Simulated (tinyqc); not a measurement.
# Changing the displacement dQ

Model: configuration-coordinate model of a defect: Huang-Rhys factor and luminescence line shape. Computed by tinyqc, a small Python program. Command: `OMP_NUM_THREADS=1 python tinyqc.py 3006537 3006538 out.jsonl ccline sweep`. One thread of a shared host (Intel(R) Xeon(R) Processor @ 2.30GHz), about 0.04 s of CPU time with the checks.

Ground state E_g(Q) = (1/2) omega_g^2 Q^2; excited state E_e(Q) = E_0 + (1/2) omega_e^2 (Q - dQ)^2 with E_0 = E_ZPL - (hbar omega_e - hbar omega_g)/2. Q is mass-weighted; the dipole does not depend on Q (Condon approximation).

Inputs (values chosen for the exercise, for a model defect in a wide-gap host):

| quantity | value | unit |
|---|---|---|
| zero-phonon energy E_ZPL | 1.99 | eV |
| ground-state phonon hbar omega_g | 72.9 | meV |
| excited-state phonon hbar omega_e | 69.3 | meV |
| temperature T | 20 | K |
| refractive index n_r | 1.9 | - |
| transition dipole mu | 0.44 | e angstrom |
| quenching prefactor nu_0 | 5e+12 | 1/s |

Modes: different frequencies.

Constants: hbar^2/u = 4.18015928e-03 eV angstrom^2; k_B = 8.617333262e-05 eV/K; hbar = 6.582119569e-16 eV s; e = 1.602176634e-19 C; eps_0 = 8.8541878128e-12 F/m; hbar = 1.054571817e-34 J s; c = 299792458 m/s.

Method:
- S = hbar omega dQ^2/(2 hbar^2/u) for each state; relaxation energy S hbar omega; absorption at E_0 + S_e hbar omega_e, emission at E_0 - S_g hbar omega_g; the Stokes shift is their difference.
- Overlaps <m_e|n_g> of harmonic-oscillator functions (Hermite recursion, positive leading coefficients) by a sum over an even grid (700 points from x = -9 to 9 + d for the small table, 1500 points from -16 to 16 + d for the thermal sums), with x = Q sqrt(omega_g/hbar), d = sqrt(2 S_g) and frequency ratio omega_e/omega_g.
- Initial levels m = 0..24 carry Boltzmann weights exp(-m hbar omega_e/k_B T), normalised; final levels n = 0..79; a line lies at E_ZPL + m hbar omega_e - n hbar omega_g with weight w_m <m|n>^2. Moments are taken over these weights without the E^3 factor; FWHM = 2 sqrt(2 ln 2) x standard deviation; the zero-phonon weight is w_0 <0|0>^2, since the other m -> m lines are offset by m (hbar omega_e - hbar omega_g).
- The curves cross at the root Q_c nearest dQ; the barrier is (1/2) omega_e^2 (Q_c - dQ)^2, with (1/2) omega^2 = (hbar omega)^2/(2 hbar^2/u). k_r = n_r omega^3 mu^2/(3 pi eps_0 hbar c^3) at the vertical emission energy, without local-field correction; k_nr = nu_0 exp(-barrier/k_B T) (Mott-Seitz); yield = k_r/(k_r + k_nr); T_1/2 = barrier/(k_B ln(nu_0/k_r)).

One run for each value:

| displacement dQ (u^(1/2) angstrom) | S_g | zero-phonon weight | FWHM from the second moment (eV) | vertical emission energy (eV) | classical barrier (eV) | quenching temperature T_1/2 (K) |
|---|---|---|---|---|---|---|
| 0.38 | 1.259 | 2.9300e-01 | 0.19766 | 1.9000 | 4.7677 | 4202.4 |
| 0.46 | 1.845 | 1.6551e-01 | 0.23924 | 1.8573 | 3.6308 | 3183.8 |
| 0.56 | 2.735 | 6.9557e-02 | 0.29122 | 1.7925 | 2.6016 | 2263.1 |
| 0.68 | 4.032 | 1.9639e-02 | 0.35360 | 1.6979 | 1.7545 | 1507.8 |
| 0.83 | 6.007 | 2.8647e-03 | 0.43158 | 1.5539 | 1.0696 | 901.5 |
| 1.00 | 8.720 | 2.0360e-04 | 0.51995 | 1.3561 | 0.5940 | 486.2 |
| 1.20 | 12.556 | 4.8386e-06 | 0.62393 | 1.0764 | 0.2708 | 211.4 |

Describe and explain the trends.

Over the rows, S_g rises from 1.26 to 12.6 (exponent d ln y / d ln x about 2.0 throughout); zero-phonon weight falls from 0.293 to 4.84e-6 (exponent d ln y / d ln x -3.0 between the first rows and -21 between the last); FWHM from the second moment (eV) rises from 0.198 to 0.624 (exponent d ln y / d ln x about 1.00 throughout). The exponent of S_g stays at 2: S goes as dQ^2. The exponent of FWHM from the second moment stays at 1: the width goes as sqrt(S). A larger displacement widens and lowers the band and brings the crossing down, so strongly coupled centres quench first. Left out: 1.50, 1.80 (the relaxation energy takes most of the transition energy).

Caution (rows 0.380, 0.460, 0.560): for small S the spectrum is a set of resolved lines, and a Gaussian width has little meaning. Caution (rows 0.380, 0.460, 0.560): the curves cross far outside the range of the harmonic model, so the barrier and T_1/2 have no quantitative meaning. Caution (rows 1.00, 1.20): the band is wide against its energy, so the E^3 factor left out of the moments shifts the observed peak up. Caution (rows 1.20): the barrier is below the relaxation energy of the excited state, so vertical excitation lands above the crossing and may bypass luminescence (Dexter-Klick-Russell rule).

Extremes, crossings and ranges named in words are read from the listed rows.
